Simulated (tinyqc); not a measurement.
# p-i-n junction, non-linear Poisson equation by Newton steps: effect of the width of the undoped layer

One dimension, p side on the left, n side on the right; net doping C = -Na for x < 0, 0 for 0 < x < Li and +Nd beyond. The potential psi is counted from the intrinsic level, and the quasi-Fermi potentials are flat: 0 for holes and -V for electrons, so n = ni exp((psi + V)/Vt) and p = ni exp(-psi/Vt) (Boltzmann statistics, full ionisation, no current).

The Poisson equation d/dx(eps0 eps_r dpsi/dx) = -q (p - n + C) is solved on a mesh of more than 1000 nodes that ends in neutral material (psi_p = -Vt ln(Na/ni), psi_n = Vt ln(Nd/ni) - V). C_j = q d/dV of the integral of p over x, from the linearised equation. ni = sqrt(Nc Nv) exp(-Eg/(2 Vt)), Eg in volts. Depletion approximation: Vbi = Vt ln(Na Nd/ni^2), W = sqrt(2 eps0 eps_r (Vbi - V)(1/Na + 1/Nd)/q), xp = W Nd/(Na + Nd), xn = W Na/(Na + Nd), peak field 2 (Vbi - V)/W, capacitance eps0 eps_r/W. The abrupt values quoted are those of these depletion formulas.

Values chosen for this exercise; band and dielectric values close to those of 4H silicon carbide:
```
symbol,value,unit,meaning
T,325,K,temperature
Eg,3.32,eV,band gap
eps_r,9.77,,relative permittivity
Nc,1.89e19,cm^-3,conduction-band density of states at T
Nv,2.84e19,cm^-3,valence-band density of states at T
Na,1.1e16,cm^-3,acceptor density of the p side
Nd,5.6e15,cm^-3,donor density of the n side
V,-0.5,V,bias of the p side against the n side
```

Constants: q = 1.602176634e-19 C, kB = 1.380649e-23 J/K, Vt = kB T/q, eps0 = 8.8541878128e-14 F/cm where lengths are in cm. Results are converted to the units shown.

Result of one run:
```
Li (nm),peak |E| (kV/cm),C_j (nF/cm^2),eps0 eps_r/C_j (nm)
340,48.1,8.32,1.04e3
```

What becomes of these results when the width of the undoped layer, from x = 0 to Li Li is changed from 340 to 1300 nm, all else the same?

Result of the changed run:
```
Li (nm),peak |E| (kV/cm),C_j (nF/cm^2),eps0 eps_r/C_j (nm)
1300,22.7,5.31,1.63e3
```

The whole series:
```
Li (nm),peak |E| (kV/cm),C_j (nF/cm^2),eps0 eps_r/C_j (nm)
240,53.0,8.55,1.01e3
340,48.1,8.32,1.04e3
480,42.2,7.91,1.09e3
670,35.7,7.27,1.19e3
950,28.6,6.33,1.37e3
1300,22.7,5.31,1.63e3
1900,16.5,4.05,2.14e3
```

As Li grows from 240 to 1900 nm, the peak field falls from 53.0 to 16.5 kV/cm and C_j falls from 8.55 to 4.05 nF/cm^2. The abrupt depletion formulas give 68.1 kV/cm and W = 991 nm; the first row's field is 22 % below that and the last row's 76 % below it. The same voltage drops over a longer distance, so the field falls.

Program tinyqc, `OMP_NUM_THREADS=1 python tinyqc.py 2000169 2000170 out.jsonl`; Intel Xeon 2.30GHz, shared host, one thread, about 0.1 s.
